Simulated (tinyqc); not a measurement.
Channel length: inversion-layer mobility, back-scattering and ballistic limit of a field-effect transistor. Computed by tinyqc, a small Python program. Command: `OMP_NUM_THREADS=1 python tinyqc.py 3010042 3010043 out.jsonl mos walk`. One thread of a shared host (Intel(R) Xeon(R) Processor @ 2.30GHz), about 0.01 s of CPU time with the checks.

The charge at the top of the source barrier is fixed by the gate; series resistance and short-channel effects are left out. F_j are Fermi integrals normalised to exp(eta) in the classical limit.

Inputs (values chosen for the exercise, modelled on a 4H-SiC n-channel):
```
quantity,value,unit
transport mass m,0.29,m_0
valley degeneracy g_v,3,-
weight w of the inversion charge,0.5,-
permittivity eps,9.7,-
"phonon mobility at 1 MV/cm and 300 K, mu_ph",98,cm^2/(V s)
"roughness mobility at 1 MV/cm, mu_sr",65,cm^2/(V s)
"Coulomb mobility at N_inv = 1e12/cm^2, mu_C",20,cm^2/(V s)
electrical oxide thickness t_inv,4.3,nm
depletion charge N_dep,9.2e+11,1/cm^2
gate overdrive V_G - V_T,0.18,V
drain voltage V_D,0.05,V
exponent a of the critical length,0.6,-
temperature T,300,K
```

Statistics at the top of the barrier: non-degenerate.

Constants: eps_0 = 8.8541878128e-12 F/m; e = 1.602176634e-19 C; m_0 = 9.1093837015e-31 kg; k_B = 1.380649e-23 J/K; hbar = 1.054571817e-34 J s; k_B = 8.617333262e-05 eV/K.

Method:
- N_inv = 3.9 eps_0 (V_G - V_T)/(e t_inv); effective field E_eff = e (N_dep + w N_inv)/(eps eps_0).
- mu_phonon = mu_ph (E_eff/1 MV/cm)^(-0.3) (T/300 K)^(-1.75); mu_rough = mu_sr (E_eff/1 MV/cm)^(-2); mu_Coulomb = mu_C (N_inv/1e12 cm^-2) (T/300 K); Matthiessen's rule adds 1/mu.
- Non-degenerate: every F_j(eta) is replaced by exp(eta).
- Ballistic channel: N_2D = g_v m k_B T/(pi hbar^2), U = e V_D/(k_B T); eta_F solves N_inv = (N_2D/2)[F_0(eta_F) + F_0(eta_F - U)]; v_T = sqrt(2 k_B T/(pi m)); I/W = e (N_2D/2) v_T [F_1/2(eta_F) - F_1/2(eta_F - U)]; injection velocity v_T F_1/2(eta_F)/F_0(eta_F).
- Mean free path lambda = (2 k_B T/e)(mu/v_T) F_0(eta_0)/F_-1/2(eta_0), with eta_0 from N_inv = N_2D F_0(eta_0); critical length l = L (1 + U)^(-a), an empirical rule; back-scattering r = l/(l + lambda). Then eta solves N_inv = (N_2D/2)[(1 + r) F_0(eta) + (1 - r) F_0(eta - U)] and I/W = e (N_2D/2) v_T (1 - r)[F_1/2(eta) - F_1/2(eta - U)].
- The last column is the long-channel law e N_inv mu V/L with V = V_D - V_D^2/(2 V_ov) below pinch-off and V_ov/2 above, V_ov = V_G - V_T.

inversion density N_inv = 9.02209e+11 1/cm^2

effective mobility mu = 15.8217 cm^2/(V s)

ballistic current I/W = 107.937 microampere/micrometre

Currents (microampere/micrometre):
```
L (nm),r,I/W,ballistic ratio,long-channel law
5,0.76197,16.370,0.15166,19.694
10,0.86491,8.856,0.08205,9.847
20,0.92756,4.618,0.04278,4.923
40,0.96242,2.359,0.02186,2.462
80,0.98085,1.193,0.01105,1.231
160,0.99033,0.600,0.00556,0.615
400,0.99611,0.241,0.00223,0.246
1000,0.99844,0.096,0.00089,0.098
```

What does the comparison show, and why?

The current scales as L^-1.00 at the long end and as L^-0.89 at the short end, where it reaches 15 % of the ballistic 108. At 1000 nm the model gives 0.98 times the long-channel law. Raising mu by 10 % at 20 nm raises I by 9.5 %.
